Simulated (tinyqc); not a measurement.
# Bandgap voltage reference from two bipolar transistors: effect of the area ratio of the second transistor

Two transistors of area 1 and N carry the same current I. Is(T) = Is (T/T0)^eta exp[(Vg0 q/kB)(1/T0 - 1/T)], VBE1 = Vt ln(I/Is(T)) + I rb, VBE2 = Vt ln(I/(N Is(T))) + I rb/N. The amplifier forces I R1(T) = VBE1 - VBE2 + Vos, with R(T) = R (1 + tc (T - T0)) for both resistors, and the output is Vref = VBE1 + I R2(T). Base currents and the Early effect are neglected.

Vt = kB T/q; I = (Vt ln N + Vos)/(R1(T) - rb (1 - 1/N)). Box coefficient: span of Vref between 233 and 398 K over its average over T and over 165 K. The last column is the R2 that gives zero slope at T0.

Inputs (values chosen for the exercise); values of the order met in silicon bipolar transistors:
- T0 = 300 K (reference temperature)
- Vg0 = 1.146 V (band-gap voltage extrapolated to 0 K)
- eta = 4.1 (temperature exponent of the saturation current)
- Is = 1.3e-17 A (saturation current of the unit transistor at T0)
- R1 = 2.4 kohm (resistor across which the difference of VBE falls, at T0)
- tc = 0 ppm/K (temperature coefficient of both resistors)
- Vos = 0 mV (offset of the amplifier)
- rb = 0 ohm (series resistance of the unit transistor)
- R2 = 32.33 kohm (output resistor at T0)

Constants: q = 1.602176634e-19 C, kB = 1.380649e-23 J/K. Results are converted to the units shown.

Effect of the area ratio of the second transistor:

| N | I at T0 (uA) | Vref at T0 (V) | slope at T0 (uV/K) | box coefficient (ppm/K) | R2 for zero slope (kohm) |
|---|---|---|---|---|---|
| 2 | 7.466 | 0.9414 | -949.2 | 1037 | 70.47 |
| 4 | 14.93 | 1.201 | -84.89 | 79.48 | 34.04 |
| 8 | 22.40 | 1.453 | 754.7 | 508.7 | 22.22 |
| 15 | 29.17 | 1.678 | 1507 | 880.2 | 16.83 |
| 24 | 34.23 | 1.846 | 2067 | 1095 | 14.22 |
| 48 | 41.70 | 2.093 | 2888 | 1347 | 11.55 |
| 100 | 49.61 | 2.353 | 3755 | 1554 | 9.620 |

What does the comparison show?

As N goes from 2 to 100, Vref rises from 0.9414 to 2.353 V and the box coefficient goes from 1040 through a minimum of 79.5 (at N = 4 among the rows listed) to 1550 ppm/K. A larger N needs a smaller R2/R1, which lowers the gain seen by offset and noise.

Program tinyqc, `OMP_NUM_THREADS=1 python tinyqc.py 2062164 2062165 out.jsonl`; Intel Xeon 2.30GHz, shared host, one thread, about 0.02 s.
